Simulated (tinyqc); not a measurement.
Worked calculation: defect, radiative and Auger recombination at equal electron and hole densities (ABC model). Values are carried at full precision from step to step, so a last printed digit may differ when a step is redone from the rounded ones.

J/(e d) = Ae n + B n^2 + C n^3 with Ae = A + 4 S/w (four side walls, carriers spread evenly), e = 1.602176634e-19 C, lengths in cm; internal efficiency IQE = B n^2/(Ae n + B n^2 + C n^3); all injected carriers recombine in the layer.

Values chosen for the exercise (orders of magnitude like those quoted for Si; not measured data):
```
symbol  value    unit        meaning
A       24000    1/s         defect rate
B       3.9e-15  cm^3/s      radiative coefficient
C       4.4e-30  cm^6/s      Auger coefficient
S       0        cm/s        recombination velocity of the side walls
w       2000     micrometre  side of the square mesa
d       190000   nm          active thickness
J       8.7      A/cm^2      current density
ex      0.12                 extraction efficiency
Eph     1.11     eV          photon energy
```

## The efficiency peak

IQE peaks at n_p = sqrt(Ae/C); with Q = B/sqrt(Ae C), IQE_max = Q/(Q + 2).

Ae = 2.400e+04 1/s
n_p = 7.385e+16 1/cm^3
Q = 0.01200
IQE_max = 0.00596
J at the peak = 10.9 A/cm^2

The side walls are taken as passivated.

## Carrier density at the given current

G = J/(e d). Newton steps from the smallest of G/Ae, sqrt(G/B) and (G/C)^(1/3); stop when the relative step is below 1e-9.

G = 2.858e+21 1/(cm^3 s)

Newton steps:
```
step  n (1/cm^3)   rate/G  relative step
1     8.6603e+16  1.73750          -0.20
2     6.9561e+16  1.10895         -0.051
3     6.6039e+16  1.00393        -0.0021
4     6.5902e+16  1.00001       -3.0e-06
5     6.5902e+16  1.00000       -6.5e-12
```

n = 6.590e+16 1/cm^3

The start is an upper bound and the function is convex, so the steps fall monotonically; 5 are needed.

## Shares, lifetimes and light

Shares of the three paths; lifetime n/G = 1/(Ae + B n + C n^2); differential lifetime 1/(Ae + 2 B n + 3 C n^2) and bandwidth 1/(2 pi tau_d); optical power density ex IQE J Eph/e.

shares: defect 0.5534, radiative 0.0059, Auger 0.4407

lifetime = 2.31e+04 ns
differential lifetime = 1.22e+04 ns
bandwidth = 0.0130 MHz
optical power density = 0.00687 W/cm^2

The defect path is the largest; the device runs below its efficiency peak, where the defect and Auger shares are equal.

## Checks

- Density from Newton steps against bisection (1/cm^3): both 6.5902e+16.

Computed by tinyqc, a small Python program: `OMP_NUM_THREADS=1 python tinyqc.py 1652370 1652371 out.jsonl` (the numbers bound the seed that draws the inputs); one thread of a shared host (Intel(R) Xeon(R) Processor @ 2.30GHz), about 0.01 s for the whole set of steps.
